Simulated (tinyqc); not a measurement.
Stress in a transistor channel from embedded alloy regions, liners and fins, by half-space elasticity. From s_xx back to length of each stressor S. Computed by tinyqc, a small Python program. Command: `OMP_NUM_THREADS=1 python tinyqc.py 3003691 3003692 out.jsonl stressor inv`. One thread of a shared host (Intel(R) Xeon(R) Processor @ 2.30GHz), about 0.08 s of CPU time with the checks.

Plane strain in an isotropic half-space, the same constants everywhere; x along the channel from its centre, y downwards from the free surface; stress is positive in tension.

Inputs (values chosen for the exercise, modelled on silicon): alloy fraction x = 0.32; lattice change per unit x, beta = 0.0422; Young's modulus E = 159 GPa; Poisson ratio nu = 0.24; channel length L = 50 nm; recess depth d = 30 nm; depth of the field point y = 3.2 nm.

Stressor: Si(1-x)Ge(x) source and drain.

Method. Misfit e = beta x. A fully constrained inclusion holds the stress -p with p = E e/(1 - 2 nu); a blanket film would hold -E e/(1 - nu) in the plane. A line element dA of misfit at (a, c) in the half-space gives, with C = E e/(2 pi (1 - nu)), X = x - a, r1^2 = X^2 + (y - c)^2, r2^2 = X^2 + Y^2, Y = y + c: s_xx = -C dA {[X^2 - (y - c)^2]/r1^4 + 3 [X^2 - Y^2]/r2^4 + 4 y Y (Y^2 - 3 X^2)/r2^6}, s_yy = C dA {[X^2 - (y - c)^2]/r1^4 - [X^2 - Y^2]/r2^4 + 4 y Y (Y^2 - 3 X^2)/r2^6}. These are integrated over two rectangles, L/2 < |a| < L/2 + S, 0 < c < d (closed form in a, 200 Gauss-Legendre points in c).

Problem. A run gave the result below. Find the length of each stressor S, known to lie between 86 and 150 nm.

s_xx = -1987.819 MPa

Solution.

Each step takes the trial c = (a f_b - b f_a)/(f_b - f_a), f being the result less the target and a, b, c the logarithms of the listed values; c replaces end b, the old b replaces a if the sign of f changed, and otherwise f_a is halved.

Scan of the range:
```
length of each stressor S (nm)  s_xx (MPa)
86.0                              -1920.79
94.4                              -1983.25
104.0                             -2045.43
114.0                             -2101.66
125.0                             -2155.36
137.0                             -2206.03
150.0                             -2253.42
```

False position (Illinois rule, in the logarithm of the input) inside the bracket:
```
step    end a    end b    trial  s_xx (MPa)
1     94.4000  104.000  95.0740    -1987.92
2     94.4000   95.074  95.0465    -1987.73
3     95.0740   95.047  95.0600    -1987.82
4     95.0465   95.060  95.0600    -1987.82
```

s_xx falls at every point of a 13-point scan of the range (every second point is shown), so one value fits; it is bracketed by 94.4 and 104. Answer: length of each stressor S = 95.06 nm.
